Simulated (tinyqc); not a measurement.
Floating body of a partially depleted SOI transistor: body voltage and kink: two steps of the calculation.

Source at 0 V. Channel current Ic = 2 nf K Vt^2 [F(0) - F(Vd)](1 + la Vd), F(V) = ln^2(1 + exp((Vg - VT - nf V)/(2 nf Vt))), VT = VT0 - gb Vb. Saturation voltage Vs = 2 Vt sqrt(F(0)) + 3 Vt, excess Ve = (Vd - Vs + sqrt((Vd - Vs)^2 + 0.0004 V^2))/2, multiplication M1 = Ai Ve exp(-Bl/Ve). Each junction passes D(v) = J1 (exp(v/Vt) - 1) + J2 (exp(v/(2 Vt)) - 1). Bipolar current Ib = bb J1 (exp(Vb/Vt) - 1). The body settles where M1 (Ic + Ib) = D(Vb) + D(Vb - Vd) + Vb/Rb; drain current Id = (1 + M1)(Ic + Ib) - D(Vb - Vd).

Parameters, values chosen for the exercise; values of the order met in partially depleted silicon-on-insulator transistors:

| symbol | value | unit | meaning |
|---|---|---|---|
| T | 300 | K | temperature |
| VT0 | 0.4 | V | threshold at zero body voltage |
| gb | 0.17 |  | fall of the threshold per volt of body voltage |
| nf | 1.36 |  | slope factor |
| K | 420 | uA/(V^2 um) | gain factor per width |
| la | 0.1 | 1/V | channel-length modulation factor |
| Ai | 3.39 | 1/V | impact-ionisation prefactor |
| Bl | 6.7 | V | impact-ionisation voltage |
| J1 | 8.5e-13 | uA/um | diffusion saturation current of each junction |
| J2 | 7.4e-9 | uA/um | recombination saturation current of each junction |
| bb | 1 |  | gain of the lateral bipolar transistor on the diffusion current |
| Rb | 1e9 | kohm um | resistance of a weak body tie to the source (1e9 stands for no tie, and the term is then dropped) |
| Vg | 0.81 | V | gate voltage |
| Vd | 2.2 | V | drain voltage |

Constants: q = 1.602176634e-19 C, kB = 1.380649e-23 J/K, Vt = kB T/q. Results are converted to the units shown.

Question 1. New Vb. Current into the body I_in = M1 (Ic + Ib) - D(Vb - Vd), current out I_out = D(Vb) + Vb/Rb; f = ln(I_in/I_out), s = df/dVb by central differences over 1e-5 V, Vb(new) = Vb - f/s.

Vb after iteration 1 = 0.76823571 V

Wanted: Ic; Ve; M1; I_in; I_out; f; s; Vb after iteration 2.

Answer 1.

Ic = 55.06 uA/um
Ve = 1.725 V
M1 = 0.1203
I_in = 7.445 uA/um
I_out = 6.863 uA/um
f = 0.08131
s = -34.14 1/V
Vb after iteration 2 = 0.7706 V

Question 2. Drain current with floating and with grounded body. Id and VT at the converged Vb, Id at Vb = 0, their ratio, and the bipolar share Ib/(Ic + Ib).

converged Vb = 0.77062925 V

Give: VT; Id, floating; Id, grounded; ratio; bipolar share.

Answer 2.

VT = 0.26899 V
Id, floating = 70.178 uA/um
Id, grounded = 36.637 uA/um
ratio = 1.9155
bipolar share = 11.981 %

The body rises to 0.771 V and lowers the threshold by 131 mV.

Range of the model: The multiplication law is an empirical form chosen for the exercise; self-heating and capacitive coupling to the body are left out, and the linear laws are rough once Vb passes about 0.7 V or M1 about 0.1.

Numbers from tinyqc (`OMP_NUM_THREADS=1 python tinyqc.py 2182099 2182100 out.jsonl`; about 0.2 s on one thread of a shared Intel Xeon 2.30GHz).
